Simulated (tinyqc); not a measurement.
Strain-driven roughening and islands of a mismatched epitaxial film: one step, computed by the program tinyqc.

Film and substrate share isotropic elastic constants; the film is coherent and biaxially strained.

Problem. A ripple of given wavelength. A ripple A cos(k x) has the surface chemical potential per volume [gamma k^2 - 2 (1 + nu) w k] A cos(k x), so k_c = 2 (1 + nu) w/gamma. With surface diffusion the amplitude grows at the rate q = B k^2 [2 (1 + nu) w k - gamma k^2], fastest at k_m = (3/4) k_c. B is the surface mobility. Stress at the trough = stress x (1 + 2 k A).

Inputs (values chosen for the exercise, for a model film):
```
quantity,value,unit
Poisson ratio nu,0.31,-
surface energy gamma,0.555,J/m^2
surface mobility D_s nu_s Omega^2/(k_B T),2.6e-34,m^6/(J s)
initial ripple amplitude A0,0.24,nm
ripple wavelength over the critical one,4,-
```

Transport: surface diffusion.

k_c = 0.8614011 1/nm

energy density w = 182.4724 MJ/m^3

growth time 1/q at k_m = 0.1193406 s

Give: k; rate q; q over the largest rate; stress concentration at A0.

Solution.

k = 0.2154 1/nm

rate q = 0.9310 1/s

q over the largest rate = 0.1111

stress concentration at A0 = 1.103

The ripple grows. Caution: a wavelength of a few nanometres is at the limit of continuum theory, where steps and facets rule.
